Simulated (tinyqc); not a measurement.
Thin (001) film in sp3s* tight binding with raised dangling bonds: one step. The two blocks of the small film.

Planes alternate anion (a), cation (c) along [001], a/4 apart, starting with an anion; zero in-plane momentum; levels counted from the bulk Ev, the lower root of [[Epa, Vxx], [Vxx, Epc]]; no spin-orbit coupling. Block of s, pz, s*: from an anion to the cation above, Vss/2 (s,s), Vsapc/2 (s,z), -Vscpa/2 (z,s), Vxx/2 (z,z), Vxapc/2 (s*,z), -Vpaxc/2 (z,s*); to the cation below the same with the s-z and s*-z signs reversed. Block of u = (px + py)/sqrt2 and v = (px - py)/sqrt2: to the cation above (Vxx + Vxy)/2 for u and (Vxx - Vxy)/2 for v, to the cation below the reverse. Each surface atom has two dangling sp3 hybrids; raising both by dl adds (dl/2) [[1, t], [t, 1]] to its s, pz levels (t = -1 at the bottom face, +1 at the top) and dl to the one of u, v in whose plane the missing bonds lie (v for a bottom anion or a top cation, u for a top anion).

Values chosen for the exercise (out of a larger set: near a published set for SiC, fitted to gaps, whose masses and valley positions are rough; not measured data):
```
symbol  value                                                                                         unit  meaning
p       (-8.447, 2.126, -4.854, 4.354, 9.685, 9.333, -12.391, 3.029, 5.919, 9.459, 9.17, 8.687, 4.4)  eV    order Esa, Epa, Esc, Epc, Exa, Exc, Vss, Vxx, Vxy, Vsapc, Vscpa, Vxapc, Vpaxc
N       4                                                                                                   atomic planes in the small film
dl      5                                                                                             eV    shift of the dangling hybrids
```

Question. Fill them in.

Give: s, pz, s* block; u, v block.

Answer.

s, pz, s* block (eV):
```
        sa1     za1    *a1     sc2     zc2     *c2     sa3     za3     *a3     sc4    zc4     *c4
sa1  -5.960  -2.500      0  -6.196   4.729       0       0       0       0       0      0       0
za1  -2.500   4.613      0  -4.585   1.514  -2.200       0       0       0       0      0       0
*a1       0       0  9.672       0   4.343       0       0       0       0       0      0       0
sc2  -6.196  -4.585      0  -4.867       0       0  -6.196   4.585       0       0      0       0
zc2   4.729   1.514  4.343       0   4.341       0  -4.729   1.514  -4.343       0      0       0
*c2       0  -2.200      0       0       0   9.320       0   2.200       0       0      0       0
sa3       0       0      0  -6.196  -4.729       0  -8.460       0       0  -6.196  4.729       0
za3       0       0      0   4.585   1.514   2.200       0   2.113       0  -4.585  1.514  -2.200
*a3       0       0      0       0  -4.343       0       0       0   9.672       0  4.343       0
sc4       0       0      0       0       0       0  -6.196  -4.585       0  -2.367  2.500       0
zc4       0       0      0       0       0       0   4.729   1.514   4.343   2.500  6.841       0
*c4       0       0      0       0       0       0       0  -2.200       0       0      0   9.320
```

u, v block (eV):
```
       ua1     va1     uc2     vc2     ua3     va3    uc4     vc4
ua1  2.113       0   4.474       0       0       0      0       0
va1      0   7.113       0  -1.445       0       0      0       0
uc2  4.474       0   4.341       0  -1.445       0      0       0
vc2      0  -1.445       0   4.341       0   4.474      0       0
ua3      0       0  -1.445       0   2.113       0  4.474       0
va3      0       0       0   4.474       0   2.113      0  -1.445
uc4      0       0       0       0   4.474       0  4.341       0
vc4      0       0       0       0       0  -1.445      0   9.341
```

Run: tinyqc, `OMP_NUM_THREADS=1 python tinyqc.py 1482245 1482246 out.jsonl`; Intel(R) Xeon(R) Processor @ 2.30GHz, one thread, shared host; about 0.4 s of CPU time with all checks.
